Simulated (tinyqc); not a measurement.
Comparisons within one model: conduction-band anticrossing with a localised impurity level. A value that a table varies takes the place of the one given here.

Host conduction band EM(k) = Eg - al x + c k^2/mM, c = hbar^2/2m0, coupled to a flat level EI by V = C sqrt(x): H = [[EM, V], [V, EI]], E+/- = (EM + EI)/2 +/- sqrt((EM - EI)^2/4 + V^2). The host weight of a state at E is f = 1/(1 + V^2/(E - EI)^2), and its mass at k = 0 is mM/f. The gap is E-(0), the valence top staying at 0.

Constants: hbar^2/2m0 = 3.80998211 eV angstrom^2.

Values chosen for the exercise (host near GaAs; shifted at random, so the results belong to these values and not to a real crystal): Eg = 1.52 eV (gap at Gamma to the s-like level); mM = 0.068 m0 (mass of the host band); EI = 1.777 eV (impurity level, from the valence top of the host); C = 2.74 eV (coupling); al = 1.6 eV (linear shift of the host edge); x = 0.0027 (impurity fraction); aM = 111 meV/GPa (pressure coefficient of the host edge); aI = 16 meV/GPa (pressure coefficient of the level).

## Impurity fraction

The last column is the bowing that a quadratic law would need at that x, (Eg - gap)/(x (1 - x)), with equal end gaps.

Results:
```
x (%)  E- (eV)  E+ (eV)  gap (eV)  host weight of E-  mass of E-  bowing (eV)
0.1     1.4921   1.8033    1.4921              0.915      0.0743         28.0
0.2     1.4682   1.8256    1.4682              0.864      0.0787         26.0
0.5     1.4098   1.8792    1.4098              0.782      0.0869         22.2
1.0     1.3344   1.9466    1.3344              0.723      0.0941         18.7
2.0     1.2189   2.0461    1.2189              0.675      0.1008         15.4
3.0     1.1260   2.1230    1.1260              0.653      0.1041         13.5
5.0     0.9731   2.2439    0.9731              0.633      0.1075         11.5
8.0     0.7860   2.3830    0.7860              0.621      0.1096         10.0
```

The apparent bowing falls from 28.0 to 10.0 eV, so no single constant describes the gap: the part from the coupling goes as x while V is small against |EM - EI| and as sqrt(x) beyond (V = |Eg - EI| near x = 0.88 %), with the linear term al x on top; the fall of the gap goes as the power 0.89 of x between the first two rows and 0.63 between the last two. The mass of E- goes from 0.0743 to 0.1096, higher although the gap falls, against the usual k.p trend; with al = 0 the weight tends to 1/2 at large x.

## Pressure

Eg and EI move linearly with pressure; V is kept. The slope of E- is f aM + (1 - f) aI.

Results:
```
P (GPa)  EM (eV)  EI (eV)  E- (eV)  E+ (eV)  host weight of E-  slope of E- (meV/GPa)
0         1.5157   1.7770   1.4531   1.8396              0.838                   95.6
1         1.6267   1.7930   1.5450   1.8747              0.752                   87.5
2         1.7377   1.8090   1.6266   1.9201              0.621                   75.0
3         1.8487   1.8250   1.6940   1.9797              0.459                   59.6
4         1.9597   1.8410   1.7461   2.0546              0.308                   45.2
5         2.0707   1.8570   1.7858   2.1418              0.200                   35.0
6         2.1817   1.8730   1.8174   2.2373              0.132                   28.6
7         2.2927   1.8890   1.8438   2.3378              0.091                   24.7
8         2.4037   1.9050   1.8672   2.4415              0.066                   22.3
```

The unmixed levels cross at 2.75 GPa, where E+ - E- has its minimum 2V = 0.285 eV and the weights are 1/2. The slope of E- falls from 96 to 22 meV/GPa, between the limits aM = 111 and aI = 16, as the state turns impurity-like. The X valleys, which pass below the Gamma edge of the host at high pressure, are left out.

## What each parameter does

At k = 0. Each row changes one parameter from the base and keeps the others.

Results:
```
case            E- (eV)  E+ (eV)  gap (eV)  mass (m0)
base             1.4531   1.8396    1.4531     0.0811
EI = 1.727 eV    1.4440   1.7986    1.4440     0.0852
al = 2.1 eV      1.4520   1.8394    1.4520     0.0810
Eg = 1.57 eV     1.4940   1.8486    1.4940     0.0852
C = 3.151 eV     1.4369   1.8558    1.4369     0.0838
x = 0.00311      1.4447   1.8473    1.4447     0.0824
mM = 0.0782 m0   1.4531   1.8396    1.4531     0.0933
```

The largest shifts from the base row, up to three for each result and ties (the steps differ in size, so this ranks the rows, not the parameters). E- (eV): Eg +0.0409, C -0.0162, EI -0.0091; unchanged at the printed digits by mM. E+ (eV): EI -0.0409, C +0.0162, Eg +0.0091; unchanged at the printed digits by mM. gap (eV): Eg +0.0409, C -0.0162, EI -0.0091; unchanged at the printed digits by mM. mass (m0): mM +0.0122, EI +0.0041, Eg +0.0041.

tinyqc: `OMP_NUM_THREADS=1 python tinyqc.py 1080126 1080127 out.jsonl`; about 0.01 s, one thread, shared Intel(R) Xeon(R) Processor @ 2.30GHz.
